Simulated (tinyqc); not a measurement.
# Density of surface states from the Kelvin-probe reading

Problem. n-type bulk, xi = Ec - EF = Vt ln(Nc/Nd), p0 = ni^2/Nd, ni = sqrt(Nc Nv) exp(-Eg/(2 Vt)), Eg in volts. b is the upward band bending, u = b/Vt. Space charge per area, in units of q: Qc = sign(b) sqrt((2 eps0 eps_r Vt/q) [(Nd + dn)(exp(-u) - 1) + Nd u + (p0 + dn)(exp(u) - 1)]), with dn the excess density under light (flat quasi-Fermi levels; 0 in the dark). The states hold -Ds (E0 - xi - b): negative while the Fermi level lies above the neutrality level. Neutrality: Qc + Qf + (charge of the states) = 0. Work function chi + xi + b; contact potential difference CPD = (work function of the sample) - pt. Find b, Qc and Ds.

Inputs (values chosen for the exercise); band and dielectric values close to those of silicon:
- T = 350 K (temperature)
- Eg = 1.13 eV (band gap)
- eps_r = 11.5 (relative permittivity)
- Nc = 3.49e19 cm^-3 (conduction-band density of states at T)
- Nv = 3.33e19 cm^-3 (valence-band density of states at T)
- chi = 3.99 eV (electron affinity)
- Nd = 4.6e16 cm^-3 (donor density)
- Qf = 0 cm^-2 (fixed positive charge at the surface)
- pt = 5.18 eV (work function of the probe tip)
- E0 = 0.49 eV (depth of their neutrality level below the conduction edge)

Constants: q = 1.602176634e-19 C, kB = 1.380649e-23 J/K, Vt = kB T/q, eps0 = 8.8541878128e-14 F/cm where lengths are in cm. Results are converted to the units shown.

CPD = -730.51401 mV

Answer. The CPD gives b, b gives Qc, and neutrality gives Ds.

b = 0.2595 V
Qc = 3.662e11 cm^-2
Ds = 1.200e13 cm^-2 eV^-1

Program tinyqc, `OMP_NUM_THREADS=1 python tinyqc.py 2430101 2430102 out.jsonl`; Intel Xeon 2.30GHz, shared host, one thread, about 0.01 s.
